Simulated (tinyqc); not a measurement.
MOSFET in the linear regime without short-channel effects, parameter extraction from computed curves: extraction methods against the drawn gate length.

Inversion charge Q = Cox n Vt W0(exp((Vg - VT)/(n Vt))), W0 the Lambert function and n = nf; u = Q/Cox; mobility mu = mu0/(1 + th1 u + th2 u^2); channel resistance Rch = (L - dL)/(W mu Q); Id = Vd/(Rch + Rsd/W). Cox = eps0 eox/tox. Small Vd, no channel-length or drain effects.

From the continuous curve Id(Vg): tangent at peak gm (V_ext = Vg - Id/gm); constant current Id = 0.1 uA W/L; peak of d2Id/dVg2; Y = Id/sqrt(gm) drawn through Vg = VT + 0.6 and VT + 0.8 V, with intercept VT_Y and slope s. Mobilities gm,max L/(W Cox Vd) and s^2 L/(W Cox Vd) with the drawn L. Last column: share of Rsd/W in the total resistance at VT + 0.8 V.

Parameters, values chosen for the exercise; channel values of the order met in silicon transistors: temperature T = 400 K; relative permittivity of the gate insulator (close to silicon dioxide) eox = 3.9; insulator thickness tox = 1.8 nm; low-field mobility mu0 = 100 cm^2/(V s); first mobility attenuation factor th1 = 0.62 1/V; second mobility attenuation factor th2 = 0 1/V^2; threshold voltage VT = 0.28 V; body factor nf = 1.15; gate width W = 1 um; drawn less effective length dL = 0.017 um; source plus drain resistance Rsd = 240 ohm um; drain voltage Vd = 0.05 V.

Constants: q = 1.602176634e-19 C, kB = 1.380649e-23 J/K, Vt = kB T/q, eps0 = 8.8541878128e-14 F/cm where lengths are in cm. Results are converted to the units shown.

Result of one run:
columns A: L (um); B: V_ext (V); C: constant current (V); D: second derivative (V); E: VT_Y (V); F: mobility from gm (cm^2/(V s)); G: mobility from Y (cm^2/(V s)); H: series share (%)
```
A        B      C      D      E     F     G      H
2.4  0.275  0.237  0.267  0.326  66.4  88.5  0.922
```

What becomes of these results when the drawn gate length L is changed from 2.4 to 0.03 um, all else the same?

Result of the changed run:
columns A: L (um); B: V_ext (V); C: constant current (V); D: second derivative (V); E: VT_Y (V); F: mobility from gm (cm^2/(V s)); G: mobility from Y (cm^2/(V s)); H: series share (%)
```
A         B      C      D      E     F    G     H
0.03  0.232  0.199  0.247  0.326  89.0  203  63.0
```

The whole series:
columns A: L (um); B: V_ext (V); C: constant current (V); D: second derivative (V); E: VT_Y (V); F: mobility from gm (cm^2/(V s)); G: mobility from Y (cm^2/(V s)); H: series share (%)
```
A          B      C      D      E     F     G      H
0.03   0.232  0.199  0.247  0.326  89.0   203   63.0
0.062  0.254  0.223  0.259  0.326  72.8   121   33.0
0.13   0.265  0.231  0.264  0.326  68.6   101   16.4
0.27   0.270  0.235  0.265  0.326  67.3  93.8   8.06
0.56   0.273  0.236  0.266  0.326  66.8  90.6   3.92
1.2    0.275  0.237  0.266  0.326  66.5  89.1   1.84
2.4    0.275  0.237  0.267  0.326  66.4  88.5  0.922
5      0.276  0.238  0.267  0.326  66.4  88.2  0.443
```

The model has VT = 0.28 V and mu0 = 100 cm^2/(V s). Over the table the extracted thresholds move by 44 mV (tangent), 38 mV (constant current), 20 mV (second derivative), under 0.5 mV (Y function). The mobility from gm falls from 89.0 to 66.4 and that from Y falls from 203 to 88.2 cm^2/(V s).

Program tinyqc, `OMP_NUM_THREADS=1 python tinyqc.py 2210142 2210143 out.jsonl`; Intel Xeon 2.30GHz, shared host, one thread, about 0.01 s.
